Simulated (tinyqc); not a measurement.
Inside a calculation. Method: tight binding, dimerised chain. One step of it, computed by the program tinyqc.

Problem. Bloch Hamiltonian at k. H_AA = +delta, H_BB = -delta, H_AB = -t1 - t2 exp(-i k a).

Parameters chosen for this model:
```
parameter,value,unit
t1,0.440000,"eV, inside the cell"
t2,1.640000,"eV, between cells"
delta,0,"eV, +/- on the two sites"
```

k point k (2 pi / a): 0.010000

Give: H(k) at k.

Solution.

H(k) at k (eV):
```
,A,B
A,0.000,-2.077+0.103i
B,-2.077-0.103i,0.000
```
